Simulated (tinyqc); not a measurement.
Do the excited 1s states matter for ionisation? Model: valley-orbit splitting of a donor ground state, with strain. Computed by tinyqc, a small Python program. Command: `OMP_NUM_THREADS=1 python tinyqc.py 3003520 3003521 out.jsonl valleyorbit walk`. One thread of a shared host (Intel(R) Xeon(R) Processor @ 2.30GHz), about 0.01 s of CPU time with the checks.

The basis is the 1s envelope in each valley; energies are counted from the unstrained conduction-band edge. The strain is e_s (a a^T - 1/3) for the unit stress axis a, so valley j along n_j moves by Xi_u e_s w_j with w_j = (n_j.a)^2 - 1/3: +1/3 for [111] and [-1-11], -1/3 for the others.

Inputs (values chosen for the exercise, modelled on donors in germanium): single-valley binding energy E_0 = 9.93 meV; central-cell shift Lambda = 0.69 meV; coupling Delta_1 = 0.44 meV; shear deformation potential Xi_u = 15.7 eV; donor density N_D = 4.9e+16 cm^-3; density-of-states mass of one valley m_e = 0.214 m_0.

Valleys: four along <111>. Stress axis: [110].

Constants: k_B = 8.617333262e-05 eV/K; m_0 = 9.1093837015e-31 kg; k_B = 1.380649e-23 J/K; h = 6.62607015e-34 J s.

Method:
- By symmetry: E(A1) = E_0 + Lambda + 3 Delta_1 (one state), E(T2) = E_0 + Lambda - Delta_1 (three), as binding energies.
- H_jj = -(E_0 + Lambda) + Xi_u e_s w_j; H_jk = -Delta_1 between any two valleys.
- z = sum over levels of exp(-(E - E_ground)/k_B T), the ground-state share being 1/z; N_c = 2 (2 pi m_e k_B T/h^2)^(3/2) sum_j exp(-(shift_j - lowest shift)/k_B T); n1 = N_c/(2 z) exp(-binding/k_B T), binding = lowest shift - E_ground; without compensation n = 2 N_D/(1 + sqrt(1 + 4 N_D/n1)) (Boltzmann statistics; p and higher states left out).
- No strain here. The last two columns set z = 1, with the A1 depth, or use one level at E_0 with z equal to the number of valleys.

E(A1) = 11.94 meV

Ionised share:
```
T (K)       z  all 1s states  ground state alone  no splitting
6.9    1.1555     2.4123e-05          2.5930e-05    7.0277e-05
12.0   1.5470     2.2493e-03          2.7968e-03    3.6942e-03
17.0   1.9023     1.4302e-02          1.9672e-02    1.9534e-02
25.0   2.3253     6.2083e-02          9.3092e-02    7.4951e-02
35.0   2.6738     1.5602e-01          2.4181e-01    1.7590e-01
55.0   3.0694     3.6432e-01          5.4187e-01    3.8732e-01
92.0   3.4027     6.3768e-01          8.2275e-01    6.5319e-01
```

What does the comparison show, and why?

z grows from 1.155 to 3.40 of at most 4. Leaving out the excited states overstates the ionised share by up to 55.0 % (at 35.0 K); ignoring the splitting misses by a factor 2.91 at the lowest T and 1.02 at the highest.

Extremes, crossings and ranges named in words are read from the listed rows.
